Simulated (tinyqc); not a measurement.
Comparisons within one model: mean-field antiferromagnet of the Hubbard model on the square lattice. A value that a table varies takes the place of the one given here.

e(k) = -2 t (cx + cy) - 4 t2 cx cy, ci = cos ki; one electron a site; Q = (pi, pi). <n_up - n_dn> = m cos(Q.R) gives Delta = U m/2 and bands E = e+ -/+ sqrt(e-^2 + Delta^2), e+- = (e(k) +- e(k + Q))/2 (the constant U/2 is dropped). Means run over the mesh k_i = 2 pi (j + 1/2)/N of the whole zone: mu from mean(f(E-) + f(E+)) = 1; m(out) = mean of Delta (f(E-) - f(E+))/sqrt(e-^2 + Delta^2); free energy per site F = -kT mean[ln(1 + exp(-(E- - mu)/kT)) + ln(1 + exp(-(E+ - mu)/kT))] + mu + U m^2/4. Order at T > 0 in two dimensions is an artefact of mean field.

Constants: kB = 8.617333262e-05 eV/K.

Parameters, chosen for this exercise:
- t = 0.2 eV (nearest hopping)
- t2 = 0 eV (second hopping)
- T = 300 K
- U = 0.96 eV (on-site repulsion)

## From weak to strong coupling

Mesh N = 48, start m = 0.9, at most 400 steps; U takes the listed multiples of t. The gap (negative: overlap) is read for that Delta on the unshifted mesh N = 64, which holds the band extrema.

Results:
```
U/t       m  Delta (eV)  gap (eV)  F - F(0) (meV)  J = 4 t^2/U (meV)
1.5   0.000       0.000     0.000            0.00                533
2.0   0.334       0.067     0.134           -1.08                400
3.0   0.565       0.170     0.339          -12.17                267
4.0   0.691       0.276     0.553          -32.24                200
5.0   0.772       0.386     0.772          -59.23                160
6.0   0.827       0.496     0.993          -91.37                133
8.0   0.893       0.714     1.428         -166.01                100
12.0  0.948       1.138     2.276         -337.33                 67
20.0  0.981       1.961     3.922         -712.35                 40
```

How do the results move?

On this mesh a moment above 0.02 first appears at U/t = 2 of those listed; a gap is open from U/t = 2 on. With t2 = 0 the Fermi surface is nested by Q, so at zero temperature and on an infinite mesh any U orders; at small U the finite mesh and kT = 0.129 t can suppress or reduce the moment. At U/t = 20 m has reached 0.981 and the gap is 0.98 U. Mean field leaves out spin fluctuations, which lower m (at large U to about 0.6 on the square and 0.85 on the simple cubic lattice) and the ordering temperature, which is zero in two dimensions.

## Order against temperature

Mesh N = 48, start m = 0.9, at most 400 steps; Delta(50 K) = 0.3641 eV.

Results:
```
T (K)  kT/Delta(50 K)      m  Delta (eV)
210             0.050  0.759      0.3641
630             0.149  0.757      0.3636
1060            0.251  0.735      0.3527
1480            0.350  0.659      0.3161
1770            0.419  0.554      0.2660
2030            0.480  0.392      0.1883
2280            0.540  0.001      0.0007
2540            0.601  0.000      0.0000
2960            0.700  0.000      0.0000
```

What does this show, and why?

The moment is below 0.02 from 2280 K on (kT/Delta = 0.54); close to the transition 400 steps may not suffice, so a small m in the row before can be unconverged. Weak-coupling theory puts the transition at 0.567 and the atomic limit at 0.5. In two dimensions fluctuations forbid long-range order at any finite T, which mean field misses.

## Mesh

Start m = 0.9, at most 400 steps.

Results:
```
N        m  Delta (eV)
4   0.7746      0.3718
6   0.7588      0.3642
8   0.7588      0.3642
12  0.7586      0.3641
16  0.7586      0.3641
24  0.7586      0.3641
48  0.7586      0.3641
```

What does this show?

m spans 0.7586 to 0.7746; it stays within 0.002 of the last value from N = 6 on. The level spacing across the Fermi surface, about 4 pi t/N, should fall below the larger of Delta = 0.364 eV and kT, a rough rule that asks for N above about 6.9.

## What moves the order

Mesh N = 48, start m = 0.9; the gap (negative: overlap) is read for that Delta on the unshifted mesh N = 64. Each row changes one parameter from the base and keeps the others.

Results:
```
case                m  Delta (eV)  gap (eV)
base           0.7586      0.3641    0.7283
U = 1.056 eV   0.7900      0.4171    0.8342
t = 0.22 eV    0.7243      0.3477    0.6954
t2 = -0.01 eV  0.7586      0.3641    0.6883
T = 900 K      0.7481      0.3591    0.7181
```

What does this show?

The largest shifts from the base row, up to three for each result and ties (the steps differ in size, so this ranks the rows, not the parameters). m: t -0.0343, U +0.0314, T -0.0105; unchanged at the printed digits by t2. Delta (eV): U +0.0530, t -0.0165, T -0.0051; unchanged at the printed digits by t2. gap (eV): U +0.1060, t2 -0.0400, t -0.0329.

(tinyqc, `OMP_NUM_THREADS=1 python tinyqc.py 1681504 1681505 out.jsonl`, Intel(R) Xeon(R) Processor @ 2.30GHz, 1 thread, shared host, about 0.1 s.)
